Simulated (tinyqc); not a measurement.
Interdiffusion of a quantum well during annealing: blurred potential and shift of the confined levels. Changing the anneal temperature T. Computed by tinyqc, a small Python program. Command: `OMP_NUM_THREADS=1 python tinyqc.py 3011351 3011352 out.jsonl qwi sweep`. One thread of a shared host (Intel(R) Xeon(R) Processor @ 2.30GHz), about 0.1 s of CPU time with the checks.

A square well of width w is blurred by Fick diffusion with a constant coefficient; band offsets are linear in composition, masses are uniform, and strain and excitons are ignored.

Inputs (values chosen for the exercise, modelled on InGaAs in InP):
```
quantity,value,unit
well width w,3.6,nm
electron mass m_e,0.0411,m_0
hole mass m_h,0.388,m_0
conduction offset V_c,0.3,eV
valence offset V_v,0.36,eV
prefactor D0,0.42,cm^2/s
activation energy E,3.35,eV
anneal time t,370,s
```

Constants: k_B = 8.617333262e-05 eV/K; hbar^2/(2 m_0) = 3.80998212 eV angstrom^2.

Method:
- D = D0 exp(-E/(k_B T)); L = sqrt(D t); share of well material at the centre erf(w/(4L)); 1 nm = 1e-7 cm.
- Temperatures in kelvin are T(C) + 273.15.
- With L = sqrt(D t) and the share at the centre erf(w/(4L)). After the anneal: V(z) = V {1 - (1/2)[erf((w/2 - z)/(2L)) + erf((w/2 + z)/(2L))]}, energies counted from the original well bottom. Finite differences on 3000 points over |z| < w/2 + 6L + 25 nm; shifts are taken against the same grid with cell-averaged square steps.
- Rise of the bottom = V (1 - share at the centre). Overlap = |<electron|hole>|^2.

One run for each value:
```
anneal temperature T (C),blue shift of the transition (meV),diffusion length L (nm),share at the centre
700,11.311,0.2637,1.00000
720,24.166,0.3943,0.99875
740,49.544,0.5803,0.97171
760,92.689,0.8413,0.86969
780,149.417,1.2026,0.71011
800,208.344,1.6963,0.54694
820,260.982,2.3628,0.40989
840,304.310,3.2522,0.30447
860,338.506,4.4261,0.22632
```

Over the rows, blue shift of the transition (meV) rises from 11.3 to 339; diffusion length L (nm) rises from 0.264 to 4.43; share at the centre falls from 1.000 to 0.226. The apparent activation energy of the shift is 3.16 eV between the first rows and 0.58 eV between the last, against E = 3.35 eV: only small shifts measure E directly.
